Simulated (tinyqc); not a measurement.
Inside a calculation: donors with valley-orbit split 1s states. Values are carried at full precision from step to step, so a last printed digit may differ when a step is redone from the rounded ones.

Each donor binds at most one electron, in any of its states. For a site s, W_s = sum over its states of g exp(E/kT), and the ionised share is 1/(1 + W_s exp(eta)), eta = (EF - Ec)/kT; n = Nc F_1/2(eta); neutrality n + NA = ND x (mean ionised share); holes are neglected. Nc from N = 2 (m kB T/(4 pi c))^(3/2) with c = hbar^2/2m0, in 1/angstrom^3; times 1e24 for 1/cm^3, m = md. F_j(eta) = (1/Gamma(j + 1)) integral_0^infinity x^j dx/(1 + exp(x - eta)), which tends to exp(eta) for eta << 0.

Constants: hbar^2/2m0 = 3.80998211 eV angstrom^2; kB = 8.617333262e-05 eV/K.

Values chosen for the exercise (near those of Sb in Si; not measured data):
```
symbol  value             unit        meaning
md      1.077             m0          density-of-states mass of the conduction band
E       (43.8, 33.8, 31)  meV         binding energies of 1s(A1), 1s(T2), 1s(E)
g       (2, 6, 4)                     their degeneracies with spin
T       350               K
ND      2e+15             1/cm^3      donors
NA      0                 1/cm^3      compensating acceptors, all ionised
mu0     60                cm^2/(V s)  mobility at heavy doping
mu1     1402              cm^2/(V s)  mobility at light doping and 300 K
Nr      9.9e+16           1/cm^3      reference doping
de      0.72                          doping exponent
ga      2.3                           temperature exponent
```

## Partition sums of the neutral donor

Give each term g exp(E/kT), W_s, and the effective degeneracy W_s exp(-E_ground/kT).

Nc = 3.5344e+19 1/cm^3

terms: 1s(A1) 8.545, 1s(T2) 18.40, 1s(E) 11.18

W_s: donor 38.127

effective degeneracy: donor 8.923

The ground state alone would give 2 and all states together 12; here the excited states hold 78 % of the bound electrons.

## Neutrality

Solve for eta.

eta = -9.782
n = 2.00e+15 1/cm^3

ionised share: donor 0.998

n is 0.998 of ND - NA.

## Mobility and resistivity

Mobility (Caughey-Thomas form): mu = mu0 + (mu1 (T/300)^(-ga) - mu0)/(1 + ((ND + NA)/Nr)^de); rho = 1/(e n mu), e = 1.602176634e-19 C.

Compare with full ionisation, n = ND - NA.

mu = 931.0 cm^2/(V s)
rho = 3.36 ohm cm
rho at full ionisation = 3.35 ohm cm

Incomplete ionisation raises rho by a factor 1.

## Checks

- n at ND = 1e13 1/cm^3 against the root of n^2 = (Nc/W)(ND - n) (1/cm^3): both 1.000e+13.

(tinyqc, `OMP_NUM_THREADS=1 python tinyqc.py 1681681 1681682 out.jsonl`, Intel(R) Xeon(R) Processor @ 2.30GHz, 1 thread, shared host, about 0.01 s.)
